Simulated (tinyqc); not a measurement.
MOS inversion layer, Poisson-Schroedinger loop: two steps of the calculation.

Electrons confined at an insulator interface at z = 0, treated as a hard wall; parabolic valleys, Hartree approximation, no image or exchange terms. The depletion charge lies far deeper than the electrons and gives a uniform field q Nd/(eps0 eps_r); the gate balances all charge. Energies are counted from the band edge at the interface.

Parameters, values chosen for the exercise; masses and permittivity close to those of silicon (110): temperature T = 300 K; mass along z of valley set A (4 valley(s)) mz1 = 0.321 m0; in-plane density-of-states mass of set A md1 = 0.327 m0; mass along z of valley set B (2 valley(s)) mz2 = 0.189 m0; in-plane density-of-states mass of set B md2 = 0.409 m0; sheet density of electrons Ns = 1.3e12 cm^-2; extra shift of set B (strain) dE = 0 eV; mesh step hz = 1.4 nm.

Constants: q = 1.602176634e-19 C, kB = 1.380649e-23 J/K, hbar = 1.054571817e-34 J s, m0 = 9.1093837015e-31 kg, Vt = kB T/q, hbar^2/(2 m0) = 0.0380998212 eV nm^2. Results are converted to the units shown.

Question 1. Levels and probability densities. Tridiagonal Hamiltonian with psi = 0 one step beyond both ends: H_ii = C (1/m_(i-1/2) + 1/m_(i+1/2))/hz^2 + V0_i + U_i (+ dE for the set B), H_(i,i+1) = -C/(m_(i+1/2) hz^2), C = hbar^2/(2 m0). The lowest 2 level(s) of each valley set are kept, normalised to hz sum |psi|^2 = 1. The mass is the same on all intervals.

```
node  fixed potential V0 (eV)  U after round 1 (eV)
1                  0.00872824           0.008302471
2                  0.01745648           0.015685930
3                  0.02618471           0.021140400
4                  0.03491295           0.024811004
5                  0.04364119           0.027205861
6                  0.05236943           0.028666819
7                  0.06109767           0.029457148
8                  0.06982591           0.029829772
9                  0.07855414           0.029983997
10                 0.08728238           0.030040671
11                 0.09601062           0.030059204
12                 0.10473886           0.030064492
13                 0.11346710           0.030065714
14                 0.12219534           0.030065888
```

Find: levels; |psi|^2 of A1; |psi|^2 of A2; |psi|^2 of B1; |psi|^2 of B2.

Answer 1.

levels (eV): A1 0.05687, A2 0.09084, B1 0.06676, B2 0.10567

```
node  |psi|^2 of A1 (1/nm)  |psi|^2 of A2 (1/nm)  |psi|^2 of B1 (1/nm)  |psi|^2 of B2 (1/nm)
1                  0.14127               0.10097               0.08280               0.06232
2                  0.25444               0.06162               0.19042               0.08073
3                  0.18949               0.00334               0.19568               0.01399
4                  0.08854               0.10387               0.13305               0.01315
5                  0.03021               0.17741               0.06875               0.08785
6                  0.00813               0.14520               0.02893               0.14271
7                  0.00181               0.07797               0.01031               0.13591
8                  0.00034               0.03102               0.00319               0.09325
9                  0.00006               0.00973               0.00087               0.05028
10                 0.00001               0.00250               0.00021               0.02230
11                 0.00000               0.00054               0.00005               0.00835
12                 0.00000               0.00010               0.00001               0.00266
13                 0.00000               0.00002               0.00000               0.00069
14                 0.00000               0.00000               0.00000               0.00011
```

Question 2. Converged levels, occupations and centroid. Level k holds N_k = D_k Vt ln(1 + exp((EF - E_k)/Vt)) with D = 4 md1 m0 q/(pi hbar^2) for the set A, D = 2 md2 m0 q/(pi hbar^2) for the set B per eV (spin included); EF is fixed by sum N_k = Ns.

Solve for the levels with V0 + U, find EF, n_i = sum_k N_k |psi_k|^2 (in cm^-3); share of each level N_k/Ns; centroid sum n z/sum n.

```
node  z (nm)  fixed potential V0 (eV)  converged U (eV)
1        1.4               0.00872824       0.027674829
2        2.8               0.01745648       0.048458823
3        4.2               0.02618471       0.060496803
4        5.6               0.03491295       0.067218540
5          7               0.04364119       0.070951718
6        8.4               0.05236943       0.072875447
7        9.8               0.06109767       0.073763605
8       11.2               0.06982591       0.074131254
9       12.6               0.07855414       0.074268835
10        14               0.08728238       0.074315496
11      15.4               0.09601062       0.074329735
12      16.8               0.10473886       0.074333552
13      18.2               0.11346710       0.074334388
14      19.6               0.12219534       0.074334503
```

Find: levels; EF; shares; n; centroid.

Answer 2.

levels (eV): A1 0.0892, A2 0.1300, B1 0.1024, B2 0.1462
EF = 0.01513 eV
shares (%): A1 60.22, A2 12.68, B1 22.85, B2 4.25
n, node 1 to 14 (in units of 1e18 cm^-3): 2.312  2.935  1.784  1.003  0.607  0.347  0.175  0.077  0.031  0.011  0.003  0.001  0.000  0.000
centroid = 3.760 nm

tinyqc, about 1 s, one thread, Intel Xeon 2.30GHz (shared host): `OMP_NUM_THREADS=1 python tinyqc.py 2160127 2160128 out.jsonl`
